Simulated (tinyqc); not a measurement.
# Energy and delay of logic against supply voltage: what changes with what

One expression serves below and above threshold: I(Vg) = Ik [ln(1 + exp((Vg - VT + dd V)/(al nf Vt)))]^al, with I_on = I(V) and I_off = I(0). Gate delay td = kd C V/I_on, clock period LD td. Per gate and cycle the switching energy is act C V^2 and the leakage energy I_off V LD td. No short-circuit current, no variation. Minima are sought above 0.09 V; below a few Vt gates no longer switch and the model has no meaning.

Parameters, values chosen for the exercise; values of the order met in logic technologies: temperature T = 300 K; threshold voltage at zero drain bias VT = 0.39 V; slope factor nf = 1.43; barrier lowering per volt of supply dd = 0.06; specific current of a gate Ik = 0.3 uA; exponent of the current law al = 1.62; load capacitance of a gate C = 1.3 fF; delay factor kd = 1; logic depth LD = 30; activity factor act = 0.3.

Constants: q = 1.602176634e-19 C, kB = 1.380649e-23 J/K, Vt = kB T/q. Results are converted to the units shown.

Each table varies one quantity; the others keep the values above.

## Energy and delay against supply voltage

EDP = energy times td.

Results:

| V (V) | I_on (uA) | I_off (nA) | td (ps) | switching (aJ) | leakage (aJ) | energy (aJ) | EDP (fJ ps) |
|---|---|---|---|---|---|---|---|
| 0.15 | 5.702e-4 | 0.01001 | 3.420e5 | 8.775 | 15.41 | 24.19 | 8271 |
| 0.27 | 0.01584 | 0.01217 | 2.216e4 | 28.43 | 2.184 | 30.61 | 678.5 |
| 0.5 | 1.264 | 0.01766 | 514.2 | 97.50 | 0.1362 | 97.64 | 50.21 |
| 0.62 | 3.397 | 0.02146 | 237.3 | 149.9 | 0.09469 | 150.0 | 35.59 |
| 0.73 | 6.085 | 0.02564 | 156.0 | 207.8 | 0.08758 | 207.9 | 32.43 |
| 0.85 | 9.671 | 0.03115 | 114.3 | 281.8 | 0.09075 | 281.9 | 32.21 |
| 0.97 | 13.86 | 0.03783 | 90.96 | 367.0 | 0.1001 | 367.1 | 33.39 |
| 1.08 | 18.19 | 0.04521 | 77.17 | 454.9 | 0.1130 | 455.0 | 35.11 |
| 1.2 | 23.41 | 0.05490 | 66.63 | 561.6 | 0.1317 | 561.7 | 37.43 |

Estimate the missing row, V = 0.38 V.

Computed row:

| V (V) | I_on (uA) | I_off (nA) | td (ps) | switching (aJ) | leakage (aJ) | energy (aJ) | EDP (fJ ps) |
|---|---|---|---|---|---|---|---|
| 0.38 | 0.2114 | 0.01454 | 2337 | 56.32 | 0.3873 | 56.70 | 132.5 |

With this row back in the table: td falls from 3.42e5 to 66.6 ps; the energy rises from 24.2 to 562 aJ and the EDP goes from 8270 through a minimum of 32.2 (at V = 0.85 V among the rows listed) to 37.4 fJ ps. The exact minima lie at V = 0.185 V for the energy and 0.800 V for the EDP. Going from 1.2 V to the energy minimum saves a factor of 24.9 in energy and costs a factor of 2340 in delay. Below the minimum the leakage energy rises faster than the switching energy falls, because the clock period grows so steeply.

## Optimum supplies against the threshold voltage at zero drain bias

Same model as above.

V_min minimises the energy and V_EDP the product of energy and td.

Optimum supplies against the threshold voltage at zero drain bias:

| VT (V) | V_min (V) | energy at V_min (aJ) | leakage share (%) | clock at V_min (MHz) | V_EDP (V) | clock at V_EDP (GHz) |
|---|---|---|---|---|---|---|
| 0.2 | 0.1789 | 28.53 | 56.26 | 19.32 | 0.4300 | 0.1890 |
| 0.25 | 0.1829 | 25.07 | 47.94 | 7.000 | 0.5159 | 0.1999 |
| 0.3 | 0.1844 | 23.51 | 43.62 | 2.161 | 0.6151 | 0.2206 |
| 0.35 | 0.1850 | 22.83 | 41.55 | 0.6090 | 0.7173 | 0.2424 |
| 0.4 | 0.1852 | 22.53 | 40.61 | 0.1638 | 0.8201 | 0.2634 |
| 0.45 | 0.1853 | 22.40 | 40.20 | 0.04311 | 0.9227 | 0.2835 |
| 0.5 | 0.1854 | 22.35 | 40.01 | 0.01123 | 1.025 | 0.3027 |
| 0.55 | 0.1854 | 22.32 | 39.93 | 0.002915 | 1.128 | 0.3211 |

What does the comparison show?

As VT goes from 0.2 to 0.55, V_min rises from 0.179 to 0.185 V, the energy there falls from 28.5 to 22.3 aJ, the clock there falls from 19.3 to 0.00291 MHz and V_EDP rises from 0.430 to 1.13 V. V_min lies below VT for VT = 0.2, 0.25, 0.3, 0.35, 0.4, 0.45, 0.5, 0.55 V. As VT grows, I_on too becomes a subthreshold current, VT cancels more and more from the energy, and it mainly sets the clock.

tinyqc, about 0.01 s, one thread, Intel Xeon 2.30GHz (shared host): `OMP_NUM_THREADS=1 python tinyqc.py 2082165 2082166 out.jsonl`
